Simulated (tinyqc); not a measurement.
# Dopant redistribution at a moving silicon-oxide interface during parabolic oxidation, step by step

A worked calculation. Computed by tinyqc, a small Python program that keeps every step. Command: `OMP_NUM_THREADS=1 python tinyqc.py 3013877 3013878 out.jsonl segox walk`. One thread of a shared host (Intel(R) Xeon(R) Processor @ 2.30GHz), about 0.01 s of CPU time with the checks. Intermediate numbers are printed to about 5 digits and carried at full precision; extremes and crossings named in words are read from the listed rows.

Uniformly doped silicon is oxidised with x_ox = sqrt(B t); the interface advances into the silicon by alpha x_ox, alpha = 0.44. The dopant does not move in the oxide, and at the interface C(silicon) = m C(oxide).

Inputs (values chosen for the exercise, modelled on boron in silicon under steam):
```
quantity,value,unit
dopant prefactor D0,1.14,cm^2/s
dopant activation energy E,3.47,eV
oxidation prefactor B0,394,um^2/h
oxidation activation energy E_B,0.783,eV
segregation coefficient m = C(silicon)/C(oxide),0.18,-
bulk doping C_B,1.4e+16,1/cm^3
temperature T,1050,C
time t,0.4,h
```

Constants: k_B = 8.617333262e-05 eV/K.

## Rates

D = D0 exp(-E/(k_B T)), converted with 1 cm^2/s = 3.6e11 um^2/h; B = B0 exp(-E_B/(k_B T)); s = alpha sqrt(B/(4 D)), the interface advance over 2 sqrt(D t). Temperatures in kelvin are T(C) + 273.15.

D = 0.024902 um^2/h

B = 0.41031 um^2/h

s = 0.89301

oxide thickness = 0.40512 um

diffusion length 2 sqrt(D t) = 0.19961 um

Interface and diffusion move at similar speeds. Caution: in this case the oxide is not much thicker than a typical Deal-Grove length A, so real growth is slower than parabolic. Caution: parabolic growth needs an oxide much thicker than the Deal-Grove length A, which fails for thin films and low temperatures; oxidation-enhanced or retarded diffusion is ignored.

## Interface concentration

With the dopant diffusivity D and s = alpha x_ox/(2 sqrt(D t)), in the silicon C = C_B + (C_s - C_B) erfc(y/(2 sqrt(D t)))/erfc(s), y from the original surface. Dopant balance at the interface gives C_s/C_B = 1/[1 + (1/(m alpha) - 1) g], g = sqrt(pi) s exp(s^2) erfc(s).

g = 0.72601

ratio C_s/C_B = 0.10592

C_s in the silicon = 1.4829e+15 1/cm^3

concentration in the oxide = 8.2384e+15 1/cm^3

m alpha = 0.079: the oxide takes more dopant than the consumed silicon held, so the silicon is depleted. For a very fast interface the ratio would tend to m alpha.

## Dose moved

Consumed silicon held alpha x_ox C_B; the oxide holds x_ox times the dopant concentration in the oxide; the difference is the excess in the silicon; 1 um = 1e-4 cm.

dopant in the consumed silicon = 2.4955e+11 1/cm^2

dopant in the oxide = 3.3376e+11 1/cm^2

excess in the silicon = -8.4202e+10 1/cm^2

## Profile below the interface

Depths z are counted from the present interface: y/(2 sqrt(D t)) = s + z/(2 sqrt(D t)); take z/(2 sqrt(D t)) = 0, 0.05, 0.1, 0.2, 0.3, 0.5, 0.75, 1, 1.5.

Profile:
```
z/(2 sqrt(D t)),z (um),C/C_B
0.00,0.00000,0.10592
0.05,0.00998,0.21104
0.10,0.01996,0.30671
0.20,0.03992,0.47138
0.30,0.05988,0.60377
0.50,0.09980,0.78868
0.75,0.14971,0.91281
1.00,0.19961,0.96787
1.50,0.29941,0.99691
```

## Temperature and segregation coefficient

The formulas are those given above.

C_s/C_B:
```
T (C),s,this m,m = 0.2,m = 1/alpha,m = 10
850,7.2794,0.07988,0.08874,1,4.2668
900,4.0286,0.08132,0.09033,1,4.0135
950,2.3401,0.08495,0.09433,1,3.5199
1000,1.4185,0.09255,0.10266,1,2.8711
1050,0.8930,0.10592,0.11731,1,2.2780
1100,0.5815,0.12652,0.13978,1,1.8480
1150,0.3902,0.15526,0.17095,1,1.5664
1200,0.2690,0.19255,0.21106,1,1.3864
```

s falls from 7.28 to 0.269 as T rises, because diffusion has the larger activation energy (3.47 against 0.783 eV); the ratio for this m moves from 0.080 to 0.193, towards 1. At m = 1/alpha the oxide takes exactly what the silicon held, and nothing moves. The ratio does not depend on time, since both lengths grow as sqrt(t).

Checks made by the program: excess against the integral of the profile (relative difference below 1e-10).
